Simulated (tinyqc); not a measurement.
# Composition from the perpendicular lattice constant

Problem. The layer is x parts of the first compound and 1 - x of the second, grown coherently on the second as substrate and barrier. Rows of the table: lattice constant a, average valence level Ea on an absolute scale, spin-orbit splitting so, gaps at Gamma, X and L, hydrostatic deformation potentials av and ac (Gamma), shear potential b, elastic constants, electron and heavy-hole (along z) masses. All are interpolated linearly in x; gaps get -C x (1 - x), taken wholly in the conduction band; real line-ups can differ from this model by 0.1 eV or more. In-plane strain e = (a_substrate - a)/a, e_z = -2 (c12/c11) e, volume change 2 e + e_z. X-ray diffraction gives a_z = a (1 + e_z) of the coherent layer. Find x, e and the relaxed Gamma gap.

Parameters, values chosen for the exercise: bowing of the Gamma gap CG = 0.477 eV; bowing of the X gap CX = 1.4 eV; bowing of the L gap CL = 0.33 eV.

Binary compounds, values chosen for the exercise:
```
              close to InAs  close to GaAs
a (angstrom)          6.058          5.653
Ea (eV)               -6.67          -6.92
so (eV)               0.378          0.335
EG (eV)               0.359           1.43
EX (eV)                1.38           1.88
EL (eV)                1.06           1.73
av (eV)               0.991           1.17
ac (eV)                -5.1           -7.1
b (eV)                 -1.8          -1.69
c11 (GPa)                84            119
c12 (GPa)              44.7           54.3
me (m0)              0.0232          0.066
mh (m0)               0.333          0.354
```

lattice constant along the growth direction = 5.88162233 angstrom

Answer. a_z changes steadily with x, about (1 + 2 c12/c11) times as fast as the relaxed lattice constant, so one composition matches.

x = 0.290
e = -2.04 %
relaxed Gamma gap = 1.02 eV

Numbers from tinyqc (`OMP_NUM_THREADS=1 python tinyqc.py 2690137 2690138 out.jsonl`; about 0.01 s on one thread of a shared Intel Xeon 2.30GHz).
